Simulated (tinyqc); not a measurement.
Worked calculation: Holstein polaron on two sites. Computed by tinyqc, a small Python program that keeps every step. Command: `OMP_NUM_THREADS=1 python tinyqc.py 3031795 3031796 out.jsonl holstein walk`. One thread of a shared host (Intel(R) Xeon(R) Processor @ 2.30GHz), about 0.01 s of CPU time with the checks. Intermediate numbers are printed to about 6 digits and carried at full precision; extremes and crossings named in words are read from the listed rows.

One electron on sites 1 and 2: H = -t (c1+ c2 + c2+ c1) + hbar omega sum_i b_i+ b_i - g hbar omega sum_i n_i (b_i + b_i+). The symmetric phonon shifts the energy by -g^2 hbar omega/2 and drops out; with b = (b_1 - b_2)/sqrt(2) there remains H = -t sigma_x + hbar omega b+ b - (g hbar omega/sqrt(2)) sigma_z (b + b+). Parity splits it into blocks p = +1 and -1 over phonon numbers n. Zero-point energies are left out. Weights Z refer to mode b alone; the displaced symmetric mode multiplies the full zero-phonon weight by exp(-g^2/2).

Inputs (values chosen for the exercise, for a model dimer):

| quantity | value | unit |
|---|---|---|
| hopping t | 17 | meV |
| phonon energy hbar omega | 98.8 | meV |
| coupling g | 0.284 | - |
| phonon levels kept N | 6 | - |

## Energy scales

Polaron binding energy E_p = g^2 hbar omega; ratio E_p/t (the adiabatic potential has two wells when it exceeds 1); adiabaticity hbar omega/t.

E_p = 7.96881 meV

E_p/t = 0.468754

hbar omega/t = 5.81176

## The even block in a small basis

Block p: H_nn = n hbar omega - p t (-1)^n - g^2 hbar omega/2, H_(n,n+1) = -(g hbar omega/sqrt(2)) sqrt(n + 1). Take p = +1 and n = 0..N-1.

H, even block (meV), lower triangle (symmetric):
```
         1        2        3        4        5        6
1  -20.984
2  -19.841  111.816
3    0.000  -28.059  176.616
4    0.000    0.000  -34.365  309.416
5    0.000    0.000    0.000  -39.682  374.216
6    0.000    0.000    0.000    0.000  -44.365  507.016
```

## Levels in the small basis

Diagonalise H; the eigenvector has its largest component positive; Z is the weight of n = 0.

levels (meV): -23.971  103.304  179.012  296.569  382.041  521.139

lowest eigenvector: 0.988632  0.148837  0.021199  0.002212  0.000222  0.000019

Z in the small basis = 0.977393

## Converged results

Use 60 levels in both blocks; Z = c_0^2 is the weight of n = 0 in the ground state c; the splitting is the lowest odd level less the lowest even one, which without coupling is the smaller of 2t and hbar omega; <sigma_x> = sum (-1)^n c_n^2 measures the kinetic energy.

ground-state energy = -23.9714 meV

weight Z of n = 0 in mode b = 0.977393

mean phonon number in b = 0.0230661

splitting = 31.0888 meV

splitting/(2t) = 0.914377

<sigma_x> = 0.955685

The small basis misses the ground-state energy by 2e-09 meV. Mode b stays mostly in its zero-phonon state.

## Approximations to the ground state

Second order: E = -t - E_p/2 - (E_p/2) hbar omega/(hbar omega + 2t). Lang-Firsov: E = -E_p - t exp(-g^2). Variable displacement: E(x) = -E_p/2 - t exp(-g^2 x^2) - (E_p/2)(2x - x^2), minimised over 0 <= x <= 1. Adiabatic, classical lattice: E = -E_p/2 - t for E_p < t, else -E_p - t^2/(2 E_p); it leaves out the change of zero-point energy.

Ground-state energy (meV):

| method | E | E - exact |
|---|---|---|
| second order in g | -23.9487 | 0.02271 |
| Lang-Firsov | -23.6515 | 0.31992 |
| variable displacement | -23.9658 | 0.00563 |
| adiabatic, classical | -20.9844 | 2.98701 |

best displacement x = 0.75258

Closest here is variable displacement (+0.01 meV), furthest adiabatic, classical (+2.99 meV), at hbar omega/t = 5.81 and E_p/t = 0.47. Lang-Firsov and variable displacement are variational and lie above the exact value. The Lang-Firsov narrowing exp(-g^2) = 0.923 compares with the exact splitting ratio 0.914.

Checks made by the program: 60 against 80 levels (relative difference below 1e-10); Hellmann-Feynman: dE/dt = -<sigma_x> (relative difference below 1e-10).
